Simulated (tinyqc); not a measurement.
Ballistic transport through the one-dimensional subbands of a rectangular nanowire or nanosheet channel. Changing the height a. Computed by tinyqc, a small Python program. Command: `OMP_NUM_THREADS=1 python tinyqc.py 3010354 3010355 out.jsonl wire sweep`. One thread of a shared host (Intel(R) Xeon(R) Processor @ 2.30GHz), about 0.06 s of CPU time with the checks.

Hard walls, parabolic subbands, transport along x. Energies are counted from the bulk conduction band edge at the top of the barrier, which the gate pulls down by U; the source Fermi level lies at the bulk edge when U = 0.

Inputs (values chosen for the exercise, modelled on GaAs):
```
quantity,value,unit
mass m,0.068,m_0
width b,7.3,nm
equivalent oxide thickness t,2.2,nm
gate voltage above flat band V_G,0.85,V
drain voltage V_D,0.01,V
temperature T,300,K
mean free path for back-scattering lambda,24,nm
channel length L,16,nm
```

Valleys: single isotropic valley.

Constants: hbar^2/(2 m_0) = 3.80998212 eV angstrom^2; k_B = 8.617333262e-05 eV/K; m_0 = 9.1093837015e-31 kg; k_B = 1.380649e-23 J/K; hbar = 1.054571817e-34 J s; eps_0 = 8.8541878128e-12 F/m; e = 1.602176634e-19 C; h = 6.62607015e-34 J s.

Method:
- E_pq = (hbar^2 pi^2/2)(p^2/(m_y b^2) + q^2/(m_z a^2)); m_x = m_y = m_z = m, degeneracy g = 1; the 10 lowest subbands are kept.
- F_j(eta) = (1/Gamma(j + 1)) int_0^infinity x^j/(1 + exp(x - eta)) dx, F_0 = ln(1 + exp(eta)). Integrals over x = E/(k_B T) use 160 Gauss-Legendre points in u = sqrt(x) from 0 to sqrt(max(eta, 0) + 32).
- With degeneracy g = 1, eta_i = (U - E_i)/(k_B T) and u = e V_D/(k_B T): line density n = sum_i g sqrt(2 m_x k_B T/pi)/(2 hbar) [F_-1/2(eta_i) + F_-1/2(eta_i - u)]; gate: e n = C_ox (V_G - U/e), C_ox = 3.9 eps_0 2 (a + b)/t (flat-plate estimate); I = (2 e k_B T/h) sum_i g [F_0(eta_i) - F_0(eta_i - u)].
- Linear conductance G = (2 e^2/h) sum_i g f(eta_i), g = 1, f = 1/(1 + exp(-eta_i)), with the barrier frozen at the eta_i above; current per perimeter I/(2(a + b)); with scattering, transmission lambda/(lambda + L) and low-bias resistance (1 + L/lambda)/G.

One run for each value:
```
height a (nm),current per perimeter (microampere/micrometre),ballistic current I (microampere),line density n (1/nm),mean velocity I/(e n) (1e7 cm/s),open modes sum g f
2.5,1.5218e-01,2.9827e-03,4.7282e-04,0.39373,4.6385e-03
3.0,3.2029e+01,6.5979e-01,1.6455e-01,0.25026,8.7487e-01
3.7,3.5351e+01,7.7772e-01,3.5177e-01,0.13799,1.0050e+00
4.4,3.7172e+01,8.6981e-01,4.4765e-01,0.12128,1.1444e+00
5.4,4.8663e+01,1.2361e+00,5.7303e-01,0.13463,1.6412e+00
6.5,5.7023e+01,1.5738e+00,6.9093e-01,0.14217,2.0864e+00
7.8,7.1319e+01,2.1538e+00,8.8407e-01,0.15206,2.8144e+00
9.5,6.6651e+01,2.2395e+00,1.0449e+00,0.13377,2.9128e+00
```

Over the rows, current per perimeter (microampere/micrometre) goes from 0.152 through a maximum among these rows, 71.3 at 7.80, to 66.7; ballistic current I (microampere) rises from 0.00298 to 2.24 (exponent d ln y / d ln x 30 between the first rows and 0.20 between the last); line density n (1/nm) rises from 4.73e-4 to 1.04 (exponent d ln y / d ln x 32 between the first rows and 0.85 between the last). V_G is held fixed; thinning the wire lifts the subbands as 1/a^2, which acts as a threshold shift.

Caution (all rows): confinement energies this large call for non-parabolicity and barrier penetration, which lower the subbands and raise the mass.

Extremes, crossings and ranges named in words are read from the listed rows.
